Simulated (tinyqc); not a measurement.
The same layer on three faces: model-solid line-up of a strained alloy layer on a substrate.

All values of the alloy are linear in x but the gap, Eg(x) = (1 - x) Eg_A + x Eg_B - C x (1 - x), and the valence edge, Ev(x) = (1 - x) Ev_A + x Ev_B + fv C x (1 - x); Ec = Ev + Eg. Ev is the top of the unstrained valence band on a scale common to all materials. In the layer only the Gamma valley of the conduction band is followed, also where an X or L valley would lie lower.

Coherent growth: e_par = (a_s - a)/a. (001): e_perp = -2 (C12/C11) e_par; exx = eyy = e_par, ezz = e_perp, no shear. (111): e_perp = -(2 C11 + 4 C12 - 4 C44)/(C11 + 2 C12 + 4 C44) e_par; exx = eyy = ezz = (2 e_par + e_perp)/3 and exy = eyz = ezx = (e_perp - e_par)/3. (110): e_perp = -(C11 + 3 C12 - 2 C44)/(C11 + C12 + 2 C44) e_par; exx = eyy = (e_par + e_perp)/2, ezz = e_par, exy = (e_perp - e_par)/2, eyz = ezx = 0.

Strained edges: Ec + ac tr(e); the valence edges are Ev plus the levels of the 6 x 6 matrix of X, Y, Z times spin with -Dso/3 + l exx + m (eyy + ezz) on the diagonal (cyclic), n exy off it, l = av + 2 b, m = av - b, n = sqrt(3) d. Spin-orbit term (Dso/3) L.sigma on X, Y, Z with (L_k)_ij = -i epsilon_kij: <X+|H|Y+> = -i Dso/3, <X+|H|Z-> = Dso/3, <Y+|H|Z-> = -i Dso/3, <Z+|H|X-> = -Dso/3, <Z+|H|Y-> = i Dso/3, <X-|H|Y-> = i Dso/3, and their conjugates; + and - are the spin along z.

Inputs chosen for the exercise (A near AlAs, B near GaAs, substrate near GaAs; shifted at random, so the results belong to these values and not to a real crystal):
- a = (5.667, 5.649) angstrom (lattice constant of A, B)
- Eg = (3.087, 1.504) eV (gap at Gamma to the s-like level of A, B)
- Dso = (0.284, 0.346) eV (spin-orbit splitting of A, B)
- Ev = (-1.32, -0.8) eV (top of the unstrained valence band of A, B)
- ac = (-5.67, -7.09) eV (conduction deformation potential of A, B)
- av = (2.48, 1.17) eV (valence hydrostatic potential of A, B)
- b = (-2.28, -2.02) eV (tetragonal shear potential of A, B)
- d = (-3.4, -4.8) eV (trigonal shear potential of A, B)
- C11 = (123.9, 122.3) GPa (of A, B)
- C12 = (53.2, 56.6) GPa (of A, B)
- C44 = (53.7, 59.9) GPa (of A, B)
- C = 0.438 eV (bowing of the gap)
- fv = 0.2 (share of the bowing taken by the valence edge)
- a_s = 5.649 angstrom (substrate)
- x = 0.6 (fraction of B)

Composition and substrate are kept.

Cases:
```
face
(001)
(111)
(110)
```

Rank the cases by gap (eV), lowest first.

Answer: (001), (110), (111).

Results:
```
face   e_perp (%)  tr(e) (%)  shift of Ec (meV)  shift of Ev (meV)  valence splitting (meV)  gap (eV)
(001)       0.114     -0.140                9.1                2.8                     10.1    2.0385
(111)       0.065     -0.189               12.4                1.5                      9.3    2.0429
(110)       0.076     -0.179               11.7                1.8                      9.5    2.0420
```

The layer yields most along the normal on (001) and least on (111), so the volume change, and with it the shift of Ec, is largest on (111). The valence splitting, set by b on (001), by d on (111) and by both on (110), is largest on (001). The gaps span 4 meV, from (001) to (111).

Computed by tinyqc, a small Python program: `OMP_NUM_THREADS=1 python tinyqc.py 1080364 1080365 out.jsonl` (the numbers bound the seed that draws the inputs); one thread of a shared host (Intel(R) Xeon(R) Processor @ 2.30GHz), about 0.02 s for the whole set of steps.
